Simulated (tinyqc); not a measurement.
Surface photovoltage measurement of the minority-carrier diffusion length in a wafer: one step, computed by the program tinyqc. Command: `OMP_NUM_THREADS=1 python tinyqc.py 3130222 3130223 out.jsonl spv walk`. One thread of a shared host (Intel(R) Xeon(R) Processor @ 2.30GHz), about 0.01 s of CPU time with the checks.

Low injection, steady light, a depletion layer much thinner than 1/alpha and L. The excess density dn is taken at the front edge of the neutral region; light that reaches the back is lost.

Question. One wavelength. alpha = (84.732/lambda - 76.417)^2 per cm with lambda in micrometre (an empirical fit for silicon between 0.7 and 1.05 micrometre). Thick wafer: dn = Phi L/((S_f + D/L)(L + 1/alpha)). Finite wafer, with s = S_b L/D, w = W/L, a = alpha L: dn = [Phi a/(a^2 - 1)] [a - B - exp(-alpha W)(a - s)/(cosh w + s sinh w)]/(S_f + B D/L), B = (sinh w + s cosh w)/(cosh w + s sinh w). Photovoltage V = (k_B T/e) ln(1 + dn/n_0). Lifetime = L^2/D.

Inputs (values chosen for the exercise, modelled on p-type silicon at room temperature):
```
quantity                                             value        unit
diffusion length L                                      30  micrometre
wafer thickness W                                      625  micrometre
diffusivity D                                         32.6      cm^2/s
front recombination velocity S_f                       110        cm/s
back recombination velocity S_b                      15000        cm/s
photon flux entering                                 9e+12  1/(cm^2 s)
minority density at the surface barrier scale n_0  1.4e+09      1/cm^3
temperature T                                          298           K
wavelength                                             941          nm
```

Constants: k_B = 8.617333262e-05 eV/K.

Give: alpha; penetration depth 1/alpha; dn, thick wafer; B; dn, finite wafer; photovoltage V; lifetime.

Answer.

alpha = 185.7 1/cm

penetration depth 1/alpha = 53.85 micrometre

dn, thick wafer = 2.934e+08 1/cm^3

B = 1

dn, finite wafer = 2.934e+08 1/cm^3

photovoltage V = 4.885 mV

lifetime = 0.2761 microsecond

Caution: dn is not small against n_0, so V is not linear in the flux; the constant-flux reading then needs dn, not V.
